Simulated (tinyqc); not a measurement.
Frequency dispersion of an accumulation capacitance by border traps, distributed model: two steps of the calculation.

Traps spread evenly through the insulator exchange electrons with the semiconductor by tunnelling, with tau(x) = t0 exp(2 ka x) at depth x from the interface. The admittance per area Y seen at depth x obeys dY/dx = -Y^2/(i w eps0 eox) + q Nb ln(1 + i w tau)/tau, with Y(0) = i w Cs and w = 2 pi f; the gate sees Y(tox) = G + i w C. Working variable y = Y/(i w), in uF/cm^2. Cox = eps0 eox/tox.

Parameters, values chosen for the exercise; permittivity close to that of aluminium oxide: relative permittivity of the insulator eox = 8.32; insulator thickness tox = 7.4 nm; semiconductor capacitance in accumulation Cs = 5 uF/cm^2; density of border traps Nb = 8.5e19 cm^-3 eV^-1; decay constant of the wave function in the insulator ka = 6.2 1/nm; time constant of a trap at the interface t0 = 4e-10 s; frequency f = 1e5 Hz; depth down to which the steps are taken xe = 1.1 nm.

Constants: q = 1.602176634e-19 C, eps0 = 8.8541878128e-14 F/cm where lengths are in cm. Results are converted to the units shown.

Problem 1. Scales and lumped estimate. Cox; trap-free value 1/(1/Cox + 1/Cs); response depth d = ln(1/(w t0))/(2 ka), where w tau = 1; lumped estimate: all traps within d act as C_bt = q Nb d placed at d/2, so C = 1/{1/[1/(1/Cs + d/(2 eps0 eox)) + C_bt] + (tox - d/2)/(eps0 eox)}.

Find: Cox; trap-free C; d; C_bt; lumped C.

Solution 1.

Cox = 0.99550 uF/cm^2
trap-free C = 0.83020 uF/cm^2
d = 0.66845 nm
C_bt = 0.91033 uF/cm^2
lumped C = 0.86228 uF/cm^2

The traps within reach amount to 0.182 Cs and lie in the first 9.03 % of the insulator.

Problem 2. Midpoint steps through the active depth. In terms of y: dy/dx = -y^2/(eps0 eox) + s(x), s = q Nb ln(1 + z)/z, z = i w tau. 8 midpoint steps of h = xe/8: y_half = y + (h/2) y'(x, y), y(new) = y + h y'(x + h/2, y_half).

Find: x; s; y.

Solution 2.

```
point   x (nm)  s (uF/(cm^2 nm))     y (uF/cm^2)
0            0    1.3619-0.0002i  5.0000+0.0000i
1      0.13750    1.3618-0.0009i  4.7463-0.0001i
2      0.27500    1.3618-0.0052i  4.5335-0.0003i
3      0.41250    1.3611-0.0285i  4.3536-0.0019i
4      0.55000    1.3385-0.1527i  4.1999-0.0105i
5      0.68750    0.9704-0.5146i  4.0536-0.0517i
6      0.82500    0.2792-0.3814i  3.8386-0.1114i
7      0.96250    0.0549-0.1296i  3.5978-0.1254i
8       1.1000    0.0101-0.0346i  3.3752-0.1184i
```

Numbers from tinyqc (`OMP_NUM_THREADS=1 python tinyqc.py 2202245 2202246 out.jsonl`; about 0.5 s on one thread of a shared Intel Xeon 2.30GHz).
